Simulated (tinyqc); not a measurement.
# Changing the temperature T

Model: polytypes and stacking faults of a tetrahedral semiconductor in an axial Ising model with couplings up to third neighbours. Computed by tinyqc, a small Python program. Command: `OMP_NUM_THREADS=1 python tinyqc.py 3006189 3006190 out.jsonl polytype sweep`. One thread of a shared host (Intel(R) Xeon(R) Processor @ 2.30GHz), about 0.02 s of CPU time with the checks.

Each double layer has s = +1 or -1 for the sense of its stacking step; E per pair of atoms = E0 - sum_n J_n <s_i s_(i+n)>, n = 1, 2, 3. Hexagonality h = (1 - <s_i s_(i+1)>)/2.

Inputs (values chosen for the exercise, for a model crystal):
```
quantity                                    value      unit
J1                                           15.2  meV/pair
J2                                         -0.445  meV/pair
J3                                          -0.43  meV/pair
basal lattice constant a                     3.84  angstrom
binding energy of the fault level E_b       0.073        eV
in-plane mass m                              0.42        m0
effective density of states N_c at 300 K  1.5e+19    1/cm^3
electron density n                          6e+17    1/cm^3
```

Host polytype: 3C.

fault coefficients k_n:
```
               J1  J2  J3
intrinsic       4   4   4
extrinsic       4   8   8
twin boundary   2   4   6
```

Constants: 1 eV/angstrom^2 = 16.02176634 J/m^2; m_0 = 9.1093837015e-31 kg; hbar = 1.054571817e-34 J s; k_B = 1.380649e-23 J/K; k_B = 8.617333262e-05 eV/K.

Method:
- Faults in 3C: the sequences intrinsic (-), extrinsic (--), twin boundary (+ turns to -) are put between perfect repeats; k_n = (layers x C_n of the host) - sum_i s_i s_(i+n). gamma = sum k_n J_n/A, A = (sqrt 3/2) a^2; 1 meV/angstrom^2 = 16.02177 mJ/m^2.
- The fault binds electrons in a two-dimensional band E_b below the conduction edge, g2 = m m0/(pi hbar^2) for one valley. With the Fermi level held by the bulk, eta = ln[n/N_c(T)], N_c(T) = N_c (T/300)^1.5, the grand potential falls by g2 (k_B T)^2 F1(x), x = eta + E_b/(k_B T), F1(x) = integral from 0 to infinity of ln(1 + exp(x - t)) dt; sheet density g2 k_B T ln(1 + e^x). Band bending by the trapped charge is left out, so the gain is an upper bound.
- Net fault energy = gamma of the intrinsic fault less the electronic gain.

One run for each value:
```
temperature T (K)  electronic gain (mJ/m^2)  sheet density (1/cm^2)  net fault energy (mJ/m^2)        x
250                                 0.15425              3.5494e+12                     71.736   0.4431
281                                 0.12390              2.7255e+12                     71.767  -0.1060
312                                 0.10247              2.1270e+12                     71.788  -0.5625
344                                 0.08667              1.6837e+12                     71.804  -0.9616
375                                 0.07551              1.3730e+12                     71.815  -1.2946
406                                 0.06712              1.1431e+12                     71.823  -1.5862
438                                 0.06051              9.6486e+11                     71.830  -1.8524
469                                 0.05551              8.3248e+11                     71.835  -2.0829
500                                 0.05152              7.2860e+11                     71.839  -2.2909
```

Over the rows, electronic gain (mJ/m^2) falls from 0.154 to 0.0515 (exponent d ln y / d ln x -1.9 between the first rows and -1.2 between the last); sheet density (1/cm^2) falls from 3.55e12 to 7.29e11 (exponent d ln y / d ln x -2.3 between the first rows and -2.1 between the last); net fault energy (mJ/m^2) rises from 71.736 to 71.839.
